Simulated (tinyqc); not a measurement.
Where a fixed hold relaxes most: thermal stress and diffusional relaxation in a metal film: Coble and Nabarro-Herring creep, cooling and holds. Computed by tinyqc, a small Python program. Command: `OMP_NUM_THREADS=1 python tinyqc.py 3020837 3020838 out.jsonl creep walk`. One thread of a shared host (Intel(R) Xeon(R) Processor @ 2.30GHz), about 0.05 s of CPU time with the checks.

A thin film on a rigid substrate is stress-free at T0. Tension is positive and the film creeps linearly: d sigma/dt = -M (mismatch) dT/dt - sigma/tau.

Inputs (values chosen for the exercise, modelled on copper films on silicon):
```
quantity,value,unit
biaxial modulus M,184,GPa
expansion mismatch,13.7,1e-6/K
atomic volume Omega,11.8,angstrom^3
lattice prefactor D0,2e-05,m^2/s
lattice energy E,2.07,eV
boundary prefactor (delta D_b)0,5.2e-15,m^3/s
boundary energy E_b,1.04,eV
grain size d,0.37,um
stress-free temperature T0,300,C
hold temperature T,240,C
hold time t,0.011,h
```

Constants: k_B = 1.380649e-23 J/K; k_B = 8.617333262e-05 eV/K.

Method:
- Thermoelastic slope = M x mismatch; sigma_0 = slope x (T0 - T).
- Creep rate per stress: Nabarro-Herring 14 D Omega/(k_B T d^2), Coble (14 pi) delta D_b Omega/(k_B T d^3), with D = D0 exp(-E/(k_B T)), delta D_b = (delta D_b)0 exp(-E_b/(k_B T)); 1/tau = M x (sum of both)/2 (biaxial strain rate is half the uniaxial one).
- Temperatures in kelvin are T(C) + 273.15.
- For each hold temperature: sigma_0 = slope (T0 - T), relaxed stress sigma_0 (1 - exp(-t/tau)), initial rate sigma_0/tau. In confined lines the relaxed part appears as void volume.

thermoelastic slope = 2.5208 MPa/K

Holds:
```
T (C),sigma_0 (MPa),tau (h),relaxed (MPa),initial rate (MPa/h)
25,693.22,8.8615e+04,8.6051e-05,7.8228e-03
50,630.20,4.1923e+03,1.6535e-03,1.5032e-01
75,567.18,3.0911e+02,2.0183e-02,1.8349e+00
100,504.16,3.2479e+01,1.7072e-01,1.5523e+01
125,441.14,4.5477e+00,1.0657e+00,9.7003e+01
150,378.12,8.0627e-01,5.1237e+00,4.6897e+02
175,315.10,1.7395e-01,1.9309e+01,1.8114e+03
200,252.08,4.4263e-02,5.5468e+01,5.6951e+03
225,189.06,1.2956e-02,1.0818e+02,1.4593e+04
250,126.04,4.2749e-03,1.1642e+02,2.9484e+04
275,63.02,1.5641e-03,6.2964e+01,4.0292e+04
```

What follows from these numbers?

The relaxed stress peaks at 250 C among these rows: colder holds have more stress but slower diffusion, hotter ones faster diffusion but less stress. The initial rate peaks about k_B T^2/E_b = 27 K below T0 when boundaries dominate; its largest row is 275 C. Caution: dislocation glide would cap stresses above the yield stress; capping layers can block the surface and boundary paths, and threshold stresses are ignored.

Extremes, crossings and ranges named in words are read from the listed rows.
